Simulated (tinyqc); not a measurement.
Inside a calculation: thin-film optics by transfer matrices. Values are carried at full precision from step to step, so a last printed digit may differ when a step is redone from the rounded ones.

Indices N = n + i k. Snell: N0 sin(theta) = N_j sin(theta_j), with Im(N_j cos theta_j) >= 0. Admittance y_j = N_j cos theta_j for s and N_j/cos theta_j for p. Phase delta_j = 2 pi N_j cos theta_j d_j/lambda. Layer matrix [[cos delta, -i sin delta/y], [-i y sin delta, cos delta]], multiplied from the top down to M. (B, C) = M (1, y_sub); r = (y0 B - C)/(y0 B + C), R = |r|^2, T = 4 Re y0 Re y_sub/|y0 B + C|^2, absorbed in the films 1 - R - T.

Parameters, chosen for this exercise (indices near those of Si3N4, SiO2 on W; not measured data):
```
symbol  value                  unit     meaning
lam     248                    nm       vacuum wavelength
n0      1                               ambient index
n       (2.302, 1.487, 3.418)           n of Si3N4, SiO2, substrate
k       (0.005, 0, 2.753)               k in the same order
d       (78.4, 393)            nm       thicknesses, top first
theta   70                     degrees  angle of incidence
pol     s                               polarisation
```

## Angles, admittances and phases

Form cos theta_j, y_j and delta_j.

cos theta_j: ambient 0.3420, film 1 0.9129+0.0004i, film 2 0.7750, substrate 0.9954+0.0225i

y_j: ambient 0.3420, film 1 2.1015+0.0055i, film 2 1.1525, substrate 3.3402+2.8171i

delta_j (rad): film 1 4.1741+0.0109i, film 2 11.4748

## Layer matrices and their product

Form each matrix and multiply from the top down.

matrix of film 1:
```
[[-0.5127+0.0093i, -0.0016+0.4086i],
 [-0.0164+1.8044i, -0.5127+0.0093i]]
```

matrix of film 2:
```
[[0.4611, 0.7700i],
 [1.0227i, 0.4611]]
```

M:
```
[[-0.6542+0.0027i, -0.0079-0.2063i],
 [-0.0171+0.3077i, -1.6257-0.0083i]]
```

Each matrix has determinant 1, and so has M.

## Reflection and transmission

Close the stack on the substrate.

B, C: [-0.0994-0.7089i, -5.4239-4.3001i]

r = -0.9490+0.0464i
R = 0.9027
T into the substrate = 0.0906
absorbed in the films = 0.0067

The bare substrate would reflect 0.7874.

## Ellipsometric angles

Ellipsometry: rho = tan(Psi) exp(i Delta) = -conj(r_p/r_s) with the r of the admittance formula, Delta in 0 to 360 degrees, so that a bare dielectric at small angles gives Delta = 180.

Repeat the steps for both polarisations.

r_s = -0.9490+0.0464i
r_p = -0.4629-0.0776i
Psi = 26.29 degrees
Delta = 167.69 degrees

## Checks

- R against the recursion of Airy sums from the substrate up: both 0.90267.

Run: tinyqc, `OMP_NUM_THREADS=1 python tinyqc.py 1680585 1680586 out.jsonl`; Intel(R) Xeon(R) Processor @ 2.30GHz, one thread, shared host; about 0.01 s of CPU time with all checks.
